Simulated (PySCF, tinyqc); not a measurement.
Inside a calculation. Method: CIS and TDHF on RHF in the sto-6g basis, for H3+, spin multiplicity 1. The lowest restricted solution is unstable here: a spin-polarised one lies 0.0005 hartree lower (PySCF). Computed by tinyqc, a small Python program that keeps every step (integrals from PySCF). Settings: charge = 1, multiplicity = 1, basis = sto-6g, method = RHF, energy threshold = 1e-10, iteration cap = 60, orthogonalisation = symmetric, start = core, DIIS depth = 6, TDHF = 1. Command: `OMP_NUM_THREADS=1 python tinyqc.py 26458 26459 out.jsonl` (the two numbers bound the seeds that draw the settings). One thread of a shared host (Intel(R) Xeon(R) Processor @ 2.60GHz), about 0.04 s of CPU time with the checks. The early iterations of the SCF are left out here.

## One-electron integrals

Geometry (angstrom):
```
atom        x        y         z
H     0.00000  0.00000   0.00000
H     0.00000  0.00000   1.05400
H     0.00000  0.00000  -1.05400
```

Basis sto-6g: exponents (1/bohr^2) and contraction coefficients of normalised primitives:
```
element  l (shell)  exponent  coefficient
H            s (1)  35.52322      0.00916
H            s (1)   6.51314      0.04936
H            s (1)   1.82214      0.16854
H            s (1)   0.62596      0.37056
H            s (1)   0.24308      0.41649
H            s (1)   0.10011      0.13033
```

Overlap, kinetic and nuclear-attraction integrals over the contracted functions; the nuclear repulsion is the sum of Za Zb / Rab.

nuclear repulsion = 1.2551642 hartree

overlap S, lower triangle:
```
         1H 1s    2H 1s    3H 1s
1H 1s  1.00000
2H 1s  0.46557  1.00000
3H 1s  0.46557  0.10071  1.00000
```

kinetic energy T (hartree), lower triangle:
```
         1H 1s     2H 1s    3H 1s
1H 1s  0.76852
2H 1s  0.09345   0.76852
3H 1s  0.09345  -0.01211  0.76852
```

nuclear attraction V (hartree), lower triangle:
```
          1H 1s     2H 1s     3H 1s
1H 1s  -2.21876
2H 1s  -0.88649  -1.98012
3H 1s  -0.88649  -0.17552  -1.98012
```

core Hamiltonian H = T + V (hartree), lower triangle:
```
          1H 1s     2H 1s     3H 1s
1H 1s  -1.45024
2H 1s  -0.79303  -1.21159
3H 1s  -0.79303  -0.18763  -1.21159
```

## Two-electron integrals

Functions are numbered as in S; the eight-fold symmetry (ij|kl) = (ji|kl) = (kl|ij) leaves the list below.

Two-electron integrals (ij|kl) in chemists' order, unique and non-zero (hartree):
```
(11|11) 0.77500   (21|11) 0.28530   (21|21) 0.13688   (22|11) 0.46081
(22|21) 0.28530   (22|22) 0.77500   (31|11) 0.28530   (31|21) 0.09809
(31|22) 0.15530   (31|31) 0.13688   (32|11) 0.05827   (32|21) 0.02424
(32|22) 0.04550   (32|31) 0.02424   (32|32) 0.00504   (33|11) 0.46081
(33|21) 0.15530   (33|22) 0.25044   (33|31) 0.28530   (33|32) 0.04550
(33|33) 0.77500
```

## Orthogonalisation

S = U s U^T; symmetric (Loewdin) form X = U s^(-1/2) U^T, so that X^T S X = 1.

eigenvalues of S: 0.39001  0.89929  1.71070

X, lower triangle:
```
          1H 1s    2H 1s    3H 1s
1H 1s   1.21481
2H 1s  -0.29495  1.10276
3H 1s  -0.29495  0.04825  1.10276
```

## Starting guess

The start is the orbitals of the core Hamiltonian; D = 2 C_occ C_occ^T.

D at the start, lower triangle:
```
         1H 1s    2H 1s    3H 1s
1H 1s  1.06088
2H 1s  0.35993  0.12211
3H 1s  0.35993  0.12211  0.12211
```

## Iteration 9 (converged): orbitals

converged F (hartree), lower triangle:
```
          1H 1s     2H 1s     3H 1s
1H 1s  -0.74988
2H 1s  -0.59618  -0.53773
3H 1s  -0.59618  -0.23322  -0.53773
```

Diagonalise F' = X^T F X, C = X C', fill 1 alpha and 1 beta electrons from the bottom; D = 2 C_occ C_occ^T. Each column has its largest component positive (the first on a tie).

F' = X^T F X (hartree), lower triangle:
```
          1         2         3
1  -0.38631
2  -0.40693  -0.34042
3  -0.40693  -0.00182  -0.34042
```

orbital energies (hartree): MO1 -0.94018, MO2 -0.33860, MO3 0.21163

coefficients C:
```
           MO1       MO2       MO3
1H 1s  0.58602   0.00000   1.14295
2H 1s  0.35187   0.74565  -0.79094
3H 1s  0.35187  -0.74565  -0.79094
```

D after iteration 9, lower triangle:
```
         1H 1s    2H 1s    3H 1s
1H 1s  0.68684
2H 1s  0.41241  0.24763
3H 1s  0.41241  0.24763  0.24763
```

## Convergence

Stop when the energy changes by less than 1e-10 hartree and every element of the error matrix X^T (F D S - S D F) X is below 3e-06.

Course of the cycle:
```
iteration  E (hartree)     change  largest element of the error matrix
1           -1.1507106          -                             1.78e-01
2           -1.1830602  -3.23e-02                             2.43e-02
3           -1.1836490  -5.89e-04                             8.53e-05
4           -1.1836490  -5.99e-09                             3.59e-05
5           -1.1836490  -7.73e-10                             2.28e-05
6           -1.1836490  -2.41e-10                             1.66e-05
7           -1.1836490  -1.05e-10                             1.31e-05
8           -1.1836490  -1.72e-10                             1.08e-08
9           -1.1836490    0.00000                             1.25e-11
```

PySCF RHF in the same basis = -1.1836490 hartree

Converged in 9 iterations.

## Populations, bond orders and dipole

Mulliken: Z minus the diagonal of D S on the atom; Loewdin: the same with S^(1/2) D S^(1/2); Mayer order: 2 sum_s sum (D(s) S)_ij (D(s) S)_ji over the two atoms.

Charges (e):
```
atom  Mulliken   Loewdin
1H    -0.07086  -0.03826
2H     0.53543   0.51913
3H     0.53543   0.51913
```

Mayer bond orders:
```
pair    order
2-1   0.49749
3-1   0.49749
3-2   0.21583
```

dipole moment about the origin, x y z (debye): 0.00000  0.00000  0.00000

## Integrals over molecular orbitals

(pq|rs) = sum C_ip C_jq C_kr C_ls (ij|kl), one index at a time.

one-electron integrals over orbitals h = C^T H C (hartree), lower triangle:
```
          1         2         3
1  -1.49864
2   0.00000  -1.13864
3  -0.09524   0.00000  -0.77755
```

Two-electron integrals over orbitals (pq|rs), unique and non-zero (hartree):
```
(11|11) 0.55846    (21|21) 0.14665    (22|11) 0.47334    (22|22) 0.52769
(31|11) 0.09524    (31|22) -0.04117   (31|31) 0.13753    (32|21) -0.14232
(32|32) 0.15989    (33|11) 0.56335    (33|22) 0.50272    (33|31) 0.08178
(33|33) 0.60045
```

## CIS matrix, singlets

A(ia,jb) = (e_a - e_i) d_ij d_ab + 2 (ia|jb) - (ij|ab).

CIS matrix A, singlet (hartree):
```
         1>2      1>3
1>2  0.42152  0.00000
1>3  0.00000  0.86351
```

## CIS singlet states

dipole integrals <i|r|a> (bohr):
```
           x        y        z
1>2  0.00000  0.00000  1.45038
1>3  0.00000  0.00000  0.00000
```

Diagonalise A (1 hartree = 27.211386 eV); each vector has its largest component positive (the first on a tie). The transition dipole is mu = sqrt2 sum c_ia <i|r|a>.

singlet excitation energies (eV): 11.47021  23.49727

lowest vectors:
```
     state 1  state 2
1>2  1.00000  0.00000
1>3  0.00000  1.00000
```

oscillator strengths 2/3 w |mu|^2: 1.18229  0.00000

## TDHF (RPA) singlet states

B(ia,jb) = 2 (ia|jb) - (ib|ja); the squared energies are the eigenvalues of (A - B)(A + B); 1 hartree = 27.211386 eV.

TDHF matrix B, singlet (hartree):
```
         1>2      1>3
1>2  0.14665  0.00000
1>3  0.00000  0.13753
```

squared energies w^2 (hartree^2): 0.15618  0.72673

TDHF energies from the positive w^2 (eV): 10.75371  23.19734

## CIS matrix, triplets

A(ia,jb) = (e_a - e_i) d_ij d_ab - (ij|ab).

CIS matrix A, triplet (hartree):
```
         1>2      1>3
1>2  0.12823  0.00000
1>3  0.00000  0.58845
```

## CIS triplet states

Diagonalise A (1 hartree = 27.211386 eV); each vector has its largest component positive (the first on a tie).

triplet excitation energies (eV): 3.48936  16.01257

lowest vectors:
```
     state 1  state 2
1>2  1.00000  0.00000
1>3  0.00000  1.00000
```

## TDHF (RPA) triplet states

B(ia,jb) = - (ib|ja); the squared energies are the eigenvalues of (A - B)(A + B); 1 hartree = 27.211386 eV.

TDHF matrix B, triplet (hartree):
```
          1>2       1>3
1>2  -0.14665   0.00000
1>3   0.00000  -0.13753
```

squared energies w^2 (hartree^2): -0.00506  0.32736

TDHF energies from the positive w^2 (eV): 15.56911

A + B or A - B has a negative eigenvalue: the restricted solution is unstable towards a spin-polarised one, a negative w^2 means an imaginary energy, and the lowest roots have no physical meaning.
